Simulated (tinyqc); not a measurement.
# Choice of the length

One arm driven from 0 to V: phase 2 pi dneff L/lam; biased at quadrature the output swings between [1 -+ sin(phase/2)]/2; extinction ratio in dB; insertion loss = loss x L. The modulation amplitude is sin(phase/2) 10^(-insertion loss/10), as a share of the input power.

Values chosen for this exercise:
```
symbol,value,unit,meaning
lam,1550,nm,wavelength
```

dneff = 5.127e-5
loss = 33.1 dB/cm

Result of one run:

| L (mm) | phase (pi) | extinction (dB) | insertion loss (dB) | amplitude |
|---|---|---|---|---|
| 8.9 | 0.5888 | 9.507 | 29.46 | 9.045e-4 |

What becomes of these results when the length of the phase shifter L is changed from 8.9 to 5.5 mm, all else the same?

Result of the changed run:

| L (mm) | phase (pi) | extinction (dB) | insertion loss (dB) | amplitude |
|---|---|---|---|---|
| 5.5 | 0.3639 | 5.259 | 18.20 | 0.008178 |

The whole series:

| L (mm) | phase (pi) | extinction (dB) | insertion loss (dB) | amplitude |
|---|---|---|---|---|
| 0.3 | 0.01985 | 0.2708 | 0.9930 | 0.02480 |
| 0.49 | 0.03242 | 0.4425 | 1.622 | 0.03503 |
| 0.79 | 0.05226 | 0.7139 | 2.615 | 0.04491 |
| 1.3 | 0.08600 | 1.177 | 4.303 | 0.05000 |
| 2.1 | 0.1389 | 1.911 | 6.951 | 0.04369 |
| 3.4 | 0.2249 | 3.135 | 11.25 | 0.02592 |
| 5.5 | 0.3639 | 5.259 | 18.20 | 0.008178 |
| 8.9 | 0.5888 | 9.507 | 29.46 | 9.045e-4 |
| 14 | 0.9262 | 24.72 | 46.34 | 2.307e-5 |

The amplitude goes from 0.0248 through a maximum of 0.0500 (at L = 1.3 mm among the rows listed) to 2.31e-5, while the extinction ratio rises from 0.271 to 24.7 dB. The phase grows linearly with length while the transmitted power falls exponentially, hence the maximum. Beyond a few millimetres electrode loss and velocity mismatch, left out here, limit the speed.

Computed by the program tinyqc: `OMP_NUM_THREADS=1 python tinyqc.py 2650019 2650020 out.jsonl`, one thread of a shared Intel Xeon 2.30GHz, about 0.01 s for the whole run.
